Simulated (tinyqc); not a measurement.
One electron in a tunnel-coupled double dot: charge qubit, sensing and quantum capacitance: one step of the calculation.

Basis (left, right), H = [[ep/2, tc], [tc, -ep/2]], splitting Om = sqrt(ep^2 + 4 tc^2), ep = al times the gate voltage. In equilibrium the electron is on the right with the chance P_R = [1 + (ep/Om) tanh(Om/2 kB T)]/2.

Question. Capacitance seen by a resonator. q^2 al^2 dP_R/d(ep) splits into Cq = q^2 al^2 (2 tc^2/Om^3) tanh(Om/2 kB T) and Ct = q^2 al^2 (ep/Om)^2/(4 kB T cosh^2(Om/2 kB T)); Ct appears only if relaxation is faster than the drive. A resonator of frequency f0, capacitance Cp and quality factor Q shifts by df = -f0 Cq/(2 Cp) and its phase by -2 Q Cq/Cp.

Inputs (values chosen for the exercise):
- tc = 53 ueV (tunnel coupling)
- T = 0.29 K (electron temperature)
- al = 0.42 eV/V (lever arm of the gate on the detuning)
- Cp = 0.87 pF (parasitic capacitance of the resonator)
- f0 = 358 MHz (resonator frequency)
- Q = 143 (loaded quality factor)
- ep = -182.1 ueV (detuning)

Constants: q = 1.602176634e-19 C, kB = 1.380649e-23 J/K, Vt = kB T/q. Results are converted to the units shown.

Wanted: Cq; Ct; df; phase shift.

Answer.

Cq = 16.97 aF
Ct = 0.1840 aF
df = -3.491 kHz
phase shift = -319.6 millidegree

tinyqc, about 0.01 s, one thread, Intel Xeon 2.30GHz (shared host): `OMP_NUM_THREADS=1 python tinyqc.py 2470115 2470116 out.jsonl`
